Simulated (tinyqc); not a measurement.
Where a level does most harm: Shockley-Read-Hall recombination through one deep level.

One level at Et with degeneracy 1: tn = 1/(sn vth Nt), tp = 1/(sp_ vth Nt), n1 = Nc exp((Et - Eg)/kT), p1 = Nv exp(-Et/kT), ni^2 = n1 p1. Equilibrium p0 = Nm, n0 = ni^2/Nm; n = n0 + dn, p = p0 + dn. U = (n p - ni^2)/(tp (n + n1) + tn (p + p1)), lifetime dn/U; emission rates en = sn vth n1, ep = sp_ vth p1.

Constants: kB = 8.617333262e-05 eV/K.

Values chosen for the exercise (gap and densities of states near those of Si at this temperature; the results hold for these values, not for the real material):
- Eg = 1.145 eV (gap)
- Nc = 2.64e+19 1/cm^3 (conduction-band density of states)
- Nv = 1.2e+19 1/cm^3 (valence-band density of states)
- T = 300 K
- Nt = 4e+13 1/cm^3 (defects)
- sn = 7.6e-15 cm^2 (electron capture cross-section)
- sp_ = 1.1e-14 cm^2 (hole capture cross-section)
- vth = 14000000 cm/s (thermal velocity, both carriers)
- Nm = 8.1e+15 1/cm^3 (equilibrium holes for the lifetime steps)

Et takes the values listed; G = Nt en ep/(en + ep) in a depleted region; the lifetime is for dn = 1e11 1/cm^3.

Results:
```
Et (eV)  lifetime (microsecond)  G (1/(cm^3 s))
0.069                      24.4        9.43e+07
0.160                     0.949        3.19e+09
0.252                     0.255        1.12e+11
0.343                     0.236        3.78e+12
0.435                     0.235        1.33e+14
0.527                     0.235        4.46e+15
0.618                     0.235        3.01e+15
0.710                     0.235        8.74e+13
0.802                     0.236        2.49e+12
0.985                      1.32        2.10e+09
1.076                      36.9        6.21e+07
```

Give the missing row, Et (eV) = 0.893.

Computed row:
```
Et (eV)  lifetime (microsecond)  G (1/(cm^3 s))
0.893                     0.266        7.36e+10
```

Generation peaks where en = ep, at Eg/2 + (kT/2) ln(sp_ Nv/(sn Nc)) = 0.567 eV; the largest value listed is at 0.527 eV, and G falls by a decade for each 0.060 eV away from the peak. The lifetime is within a factor 2 of its minimum, 0.235 microsecond, from 0.252 to 0.893 eV: recombination tolerates a wide range of Et, generation a narrow one.

Computed by tinyqc, a small Python program: `OMP_NUM_THREADS=1 python tinyqc.py 1652712 1652713 out.jsonl` (the numbers bound the seed that draws the inputs); one thread of a shared host (Intel(R) Xeon(R) Processor @ 2.30GHz), about 0.01 s for the whole set of steps.
